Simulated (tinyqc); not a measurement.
Which clusters to keep: cluster expansion of a binary alloy: correlations, fit, cross-validation and ground states. Computed by tinyqc, a small Python program. Command: `OMP_NUM_THREADS=1 python tinyqc.py 3020982 3020983 out.jsonl clex walk`. One thread of a shared host (Intel(R) Xeon(R) Processor @ 2.30GHz), about 0.02 s of CPU time with the checks.

s = +1 for A and -1 for B. Energy per site E = J0 + J1 P(point) + sum over clusters of m V P, with P the mean product of spins; V > 0 on a pair favours unlike neighbours. Clusters per site m: pair 1 4, pair 2 3, pair 3 6, triplet 12; the triplet is two first-neighbour bonds closed by a second-neighbour bond. Formation energies are counted from the line between pure A and pure B, which removes J0 and J1.

Inputs (values chosen for the exercise, for a model alloy):
```
quantity                    value      unit
first-pair interaction V1    22.6       meV
second-pair interaction V2   -2.6       meV
third-pair interaction V3     3.2       meV
triplet interaction Vt        5.6       meV
noise amplitude               6.5  meV/site
```

Lattice: bcc.

Method:
- Design matrix of formation energies: m (P - 1) for pairs and m (P(triplet) - P(point)) for the triplet; x = (1 - P(point))/2.
- Exact: X V with V = (V1, V2, V3, Vt). The data to fit add the noise amplitude times the normal numbers, standing for what the clusters leave out.
- For each set, H = X (X^T X)^-1 X^T over the structures between the ends; residual e = E - H E; leave-one-out error e_i/(1 - H_ii); both as root mean squares.

correlations P, counted on periodic cells:
```
                     point    pair 1    pair 2    pair 3   triplet
A                  1.00000   1.00000   1.00000   1.00000   1.00000
A3B D0_3           0.50000   0.00000   0.00000   1.00000  -0.50000
A3B (001) layers   0.50000   0.00000   0.66667   0.33333   0.16667
A2B C11_b          0.33333  -0.33333   0.55556   0.11111  -0.11111
AB B2              0.00000  -1.00000   1.00000   1.00000   0.00000
AB B32             0.00000   0.00000  -1.00000   1.00000   0.00000
A2B2 B11           0.00000   0.00000   0.33333  -0.33333   0.00000
AB (110) layers    0.00000   0.00000  -0.33333  -0.33333   0.00000
AB2 C11_b         -0.33333  -0.33333   0.55556   0.11111   0.11111
AB3 D0_3          -0.50000   0.00000   0.00000   1.00000   0.50000
AB3 (001) layers  -0.50000   0.00000   0.66667   0.33333  -0.16667
B                 -1.00000   1.00000   1.00000   1.00000  -1.00000
```

standard normal numbers for the noise (0 for the pure ends): A 0.000, A3B D0_3 1.310, A3B (001) layers -0.448, A2B C11_b 0.956, AB B2 -0.525, AB B32 -2.068, A2B2 B11 -0.036, AB (110) layers 0.431, AB2 C11_b -0.722, AB3 D0_3 -1.120, AB3 (001) layers -0.771, B 0.000

X:
```
                   pair 1   pair 2   pair 3   triplet
A                  0.0000   0.0000   0.0000    0.0000
A3B D0_3          -4.0000  -3.0000   0.0000  -12.0000
A3B (001) layers  -4.0000  -1.0000  -4.0000   -4.0000
A2B C11_b         -5.3333  -1.3333  -5.3333   -5.3333
AB B2             -8.0000   0.0000   0.0000    0.0000
AB B32            -4.0000  -6.0000   0.0000    0.0000
A2B2 B11          -4.0000  -2.0000  -8.0000    0.0000
AB (110) layers   -4.0000  -4.0000  -8.0000    0.0000
AB2 C11_b         -5.3333  -1.3333  -5.3333    5.3333
AB3 D0_3          -4.0000  -3.0000   0.0000   12.0000
AB3 (001) layers  -4.0000  -1.0000  -4.0000    4.0000
B                  0.0000   0.0000   0.0000    0.0000
```

data (meV/site): A 0.000, A3B D0_3 -141.285, A3B (001) layers -125.912, A2B C11_b -157.786, AB B2 -184.213, AB B32 -88.242, A2B2 B11 -111.034, AB (110) layers -102.799, AB2 C11_b -108.960, AB3 D0_3 -22.680, AB3 (001) layers -83.212, B 0.000

Fits:
```
clusters     fit error (meV/site)  leave-one-out error (meV/site)  largest H_ii
V1                         31.824                          34.504       0.27481
V1 V2                      31.747                          36.478       0.53206
V1 V3                      30.624                          35.245       0.51153
V1 V2 Vt                    9.765                          15.970       0.53206
V1 Vt                      10.013                          14.531       0.45078
V1 V2 V3                   30.448                          37.407       0.71178
V1 V3 Vt                    5.034                           8.815       0.51153
V1 V2 V3 Vt                 3.821                           8.183       0.71178
```

leave-one-out error without pair 3 = 15.970 meV/site

leave-one-out error with all four = 8.1830 meV/site

The fit error can only fall as clusters are added, to 3.82 meV with all four. The leave-one-out error is least for V1 V2 V3 Vt (8.18 meV): dropping V2, V3 or Vt makes prediction worse at this noise.

Extremes, crossings and ranges named in words are read from the listed rows.
